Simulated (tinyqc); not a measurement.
One electron in a tunnel-coupled double dot: charge qubit, sensing and quantum capacitance: one step of the calculation.

Basis (left, right), H = [[ep/2, tc], [tc, -ep/2]], splitting Om = sqrt(ep^2 + 4 tc^2), ep = al times the gate voltage. In equilibrium the electron is on the right with the chance P_R = [1 + (ep/Om) tanh(Om/2 kB T)]/2.

Problem. Capacitance seen by a resonator. q^2 al^2 dP_R/d(ep) splits into Cq = q^2 al^2 (2 tc^2/Om^3) tanh(Om/2 kB T) and Ct = q^2 al^2 (ep/Om)^2/(4 kB T cosh^2(Om/2 kB T)); Ct appears only if relaxation is faster than the drive. A resonator of frequency f0, capacitance Cp and quality factor Q shifts by df = -f0 Cq/(2 Cp) and its phase by -2 Q Cq/Cp.

Inputs (values chosen for the exercise): tunnel coupling tc = 21 ueV; electron temperature T = 0.39 K; lever arm of the gate on the detuning al = 0.36 eV/V; parasitic capacitance of the resonator Cp = 0.84 pF; resonator frequency f0 = 690 MHz; loaded quality factor Q = 146; detuning ep = 26.7 ueV.

Constants: q = 1.602176634e-19 C, kB = 1.380649e-23 J/K, Vt = kB T/q. Results are converted to the units shown.

Wanted: Cq; Ct; df; phase shift.

Solution.

Cq = 93.51 aF
Ct = 26.84 aF
df = -38.41 kHz
phase shift = -1862 millidegree

Numbers from tinyqc (`OMP_NUM_THREADS=1 python tinyqc.py 2470004 2470005 out.jsonl`; about 0.01 s on one thread of a shared Intel Xeon 2.30GHz).
